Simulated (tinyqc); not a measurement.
Inside a calculation. Model: on-chip interconnect, size-dependent resistivity and RC delay.

Numbers from tinyqc (`OMP_NUM_THREADS=1 python tinyqc.py 2100021 2100022 out.jsonl`; about 0.01 s on one thread of a shared Intel Xeon 2.30GHz). Printed values are rounded.

A rectangular line between two neighbours and two ground planes. Surface and grain-boundary scattering are added to the bulk resistivity as corrections; capacitances are parallel-plate values without fringing; inductance is ignored.

Values chosen for this exercise; metal values close to those of cobalt:
- rho0 = 6.27 uohm cm (bulk resistivity)
- lam = 12.1 nm (bulk mean free path)
- ps = 0 (specular share of surface scattering)
- Rg = 0.21 (reflection coefficient of grain boundaries)
- gr = 1 (grain size over the metal width)
- wd = 25 nm (drawn line width)
- AR = 1.7 (aspect ratio, height over width)
- tl = 0.4 nm (liner on both walls and the bottom, not conducting)
- sp = 38 nm (space to the neighbouring lines)
- hd = 31 nm (dielectric height to the planes above and below)
- ek = 2.5 (relative permittivity of the dielectric)
- Mf = 1 (Miller factor of the neighbours)
- Lw = 67 um (line length)
- Rd = 560 ohm (driver resistance)
- Cl = 2.3 fF (load capacitance)
- dt = 10 ps (time step)

Constants: eps0 = 8.8541878128e-12 F/m. Results are converted to the units shown.

## Resistivity, resistance and capacitance per length

Metal width x = wd - 2 tl, height y = AR wd - tl; grain boundaries (Mayadas-Shatzkes): al = (lam/(gr x)) Rg/(1 - Rg), g = 1/[1 - 3 al/2 + 3 al^2 - 3 al^3 ln(1 + 1/al)] - 1; surfaces (Fuchs-Sondheimer, thick limit): s = (3/8) lam (1 - ps)(1/x + 1/y); rho = rho0 (1 + g + s); r = rho/(x y); c = eps0 ek (2 wd/hd + 2 Mf AR wd/sp).

x = 24.2 nm
y = 42.1 nm
al = 0.1329114
g = 0.1925556
s = 0.2952791
rho = 9.328724 uohm cm
r = 91.56400 ohm/um
c = 0.08521592 fF/um

rho is 1.49 times the bulk value; surfaces add more (0.295 against 0.193). The liner takes 4.11 % of the cross-section.

## Ladder and Elmore delays

7 equal pi sections: series Rs = r Lw/7; node capacitances c Lw/7, halved at nodes 0 and 7, with Cl added to node 7; Rd feeds node 0. Elmore delay of node k: the sum, over the resistors on the path to k, of resistance times all capacitance downstream of it.

Rs = 876.3983 ohm

```
node,C (fF),Elmore delay (ps)
0,0.4078190,4.485301
1,0.8156381,11.14737
2,0.8156381,17.09462
3,0.8156381,22.32704
4,0.8156381,26.84464
5,0.8156381,30.64742
6,0.8156381,33.73537
7,2.707819,36.10850
```

The far-end value equals Rd (c Lw + Cl) + r Lw (c Lw/2 + Cl) for any number of pi sections; the line resistance contributes 87.6 % of it.

## Step 1: node voltages after a time step

```
node,v at t = 0 (V)
0,0
1,0
2,0
3,0
4,0
5,0
6,0
7,0
```

A 1 V step is applied behind Rd at t = 0. C dv/dt = -G v + b, with G the conductance matrix of the ladder (1/Rs between neighbours, 1/Rd added at node 0) and b = (1 V/Rd, 0, ...). Backward Euler step: (C/dt + G) v(new) = (C/dt) v + b.

```
node,v at t = 1 dt (V)
0,0.8538480
1,0.6556382
2,0.5042949
3,0.3889998
4,0.3015113
5,0.2355757
6,0.1864795
7,0.1507133
```

## Step 2: node voltages after a time step

As before.

```
node,v at t = 2 dt (V)
0,0.9203799
1,0.7981525
2,0.6861125
3,0.5870692
4,0.5021843
5,0.4316441
6,0.3751193
7,0.3320789
```

## Course in time

A 1 V step is applied behind Rd at t = 0. C dv/dt = -G v + b, with G the conductance matrix of the ladder (1/Rs between neighbours, 1/Rd added at node 0) and b = (1 V/Rd, 0, ...). Backward Euler step: (C/dt + G) v(new) = (C/dt) v + b. The last column solves the same ladder exactly by its modes.

Voltages (V):
```
t (ps),node 0,node 3,node 7,"node 7, exact"
10.00,0.8538,0.3890,0.1507,0.1455
20.00,0.9204,0.5871,0.3321,0.3762
30.00,0.9443,0.7002,0.4890,0.5489
40.00,0.9588,0.7764,0.6127,0.6739
50.00,0.9691,0.8319,0.7072,0.7643
60.00,0.9767,0.8732,0.7789,0.8296
70.00,0.9824,0.9043,0.8330,0.8768
80.00,0.9867,0.9278,0.8739,0.9110
90.00,0.9900,0.9455,0.9048,0.9357
100.0,0.9924,0.9588,0.9282,0.9535
110.0,0.9943,0.9689,0.9458,0.9664
120.0,0.9957,0.9765,0.9590,0.9757
```

The far end of the ladder reaches 0.5 V at 26.83 ps, 0.743 of its Elmore delay (ln 2 = 0.693 for a single pole); the slowest mode has a time constant of 30.81 ps. The largest error of the backward Euler steps at that node is 61 mV.
